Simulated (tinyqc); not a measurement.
Retention against time.

Retention: filled traps are spread evenly in depth from E1 to E2, and each empties at the rate nu exp(-E/kB T). The share left is the mean of exp(-nu t exp(-E/kB T)) = [kB T/(E2 - E1)] [E1x(nu t exp(-E2/kB T)) - E1x(nu t exp(-E1/kB T))], E1x the exponential integral; traps shallower than about Ed = kB T ln(nu t) are empty.

Inputs (values chosen for the exercise): storage temperature T = 358 K; shallowest trap depth E1 = 0.85 eV; deepest trap depth E2 = 1.83 eV; attempt frequency nu = 1e13 1/s.

Constants: q = 1.602176634e-19 C, kB = 1.380649e-23 J/K, Vt = kB T/q. Results are converted to the units shown.

Result of one run:

| t (s) | Ed (eV) | share left |
|---|---|---|
| 1 | 0.92345 | 0.90688 |

What becomes of these results when the time t is changed from 1 to 100 s, all else the same?

Result of the changed run:

| t (s) | Ed (eV) | share left |
|---|---|---|
| 100 | 1.0655 | 0.76191 |

The whole series:

| t (s) | Ed (eV) | share left |
|---|---|---|
| 1 | 0.92345 | 0.90688 |
| 100 | 1.0655 | 0.76191 |
| 10000 | 1.2076 | 0.61694 |
| 1e5 | 1.2786 | 0.54445 |
| 1e6 | 1.3497 | 0.47197 |
| 1e7 | 1.4207 | 0.39949 |
| 1e8 | 1.4917 | 0.32700 |
| 1e9 | 1.5628 | 0.25452 |

The share left falls from 0.907 to 0.255. Ed moves by 0.0710 eV a decade and reaches E1 at t = 0.0925 s; from then on the loss is linear in log t, 7.25 % a decade, until Ed comes within a few kB T of E2, which it reaches at 5.78e12 s.

Numbers from tinyqc (`OMP_NUM_THREADS=1 python tinyqc.py 2130023 2130024 out.jsonl`; about 0.03 s on one thread of a shared Intel Xeon 2.30GHz).
